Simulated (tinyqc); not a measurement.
One mass for the acceptor? Model: shallow acceptor in the spherical model (Baldereschi-Lipari), strong spin-orbit limit. Computed by tinyqc, a small Python program. Command: `OMP_NUM_THREADS=1 python tinyqc.py 3028430 3028431 out.jsonl acceptor walk`. One thread of a shared host (Intel(R) Xeon(R) Processor @ 2.30GHz), about 0.01 s of CPU time with the checks.

The 1S(3/2) state has an s envelope f(r) and a d envelope g(r). In effective units they obey -(f'' + 2f'/r + 2f/r) + mu (g'' + 5g'/r + 3g/r^2) = E f and -(g'' + 2g'/r - 6g/r^2 + 2g/r) + mu (f'' - f'/r) = E g. The cubic term, the split-off band and the central cell are left out.

Inputs (values chosen for the exercise, modelled on silicon): Luttinger gamma_1 = 4.24; Luttinger gamma_2 = 0.342; Luttinger gamma_3 = 1.45; dielectric constant eps = 12; spin-orbit gap Delta_so = 44.2 meV.

Constants: Ry = 13.605693123 eV; a_0 = 0.529177210903 angstrom.

Method:
- Ry* = Ry/(gamma_1 eps^2), a* = a_0 eps gamma_1, mu = (6 gamma_3 + 4 gamma_2)/(5 gamma_1), delta = (gamma_3 - gamma_2)/gamma_1; spherical masses 1/(gamma_1 (1 - mu)) (heavy) and 1/(gamma_1 (1 + mu)) (light).
- Basis: f_i = exp(-zeta_i r), g_i = r exp(-zeta_i r), weight r^2 dr, s = zeta_i + zeta_j. S_ff = 2/s^3, H_ff = zeta_i zeta_j S_ff - 2/s^2; S_gg = 24/s^5, H_gg = 8/s^3 + 24 zeta_i zeta_j/s^5 - 12/s^4; H(f_i, g_j) = mu (6 zeta_i^2/s^4 + 2 zeta_i/s^3); S_fg = 0. Each function is normalised by sqrt(S_ii).
- Large basis: zeta_i = 0.08 x 1.55^(i-1), i = 1..20 in each channel; overlap eigenvalues below 1e-11 are dropped.
- Binding energies are -E Ry*; the mass that fits is E(1S) eps^2/Ry.
- Hydrogenic binding Ry m/eps^2; the density-of-states mass is (m_H^(3/2) + m_L^(3/2))^(2/3); errors are against the large basis.

light-hole mass = 0.159908 m_0

heavy-hole mass = 0.449156 m_0

1S(3/2) binding energy = 28.0981 meV

1S binding energy:
```
mass                     value (m_0)  binding (meV)  error (%)
light hole                   0.15991         15.109    -46.229
1/gamma_1                    0.23585         22.284    -20.692
mean of heavy and light      0.30453         28.773      2.403
heavy hole                   0.44916         42.438     51.035
density of states            0.51070         48.253     71.731
```

What follows from these numbers?

The coupled result, 28.10 meV, lies between the 1/gamma_1 value (no coupling) and the heavy-hole value; the closest single rule here is "mean of heavy and light", off by +2.4 %. Caution: gamma_3 and gamma_2 differ by more than 0.17 gamma_1: band warping, left out here, adds several per cent to the binding. Caution: the binding exceeds a fifth of the spin-orbit gap Delta_so, so the split-off band, left out, matters.
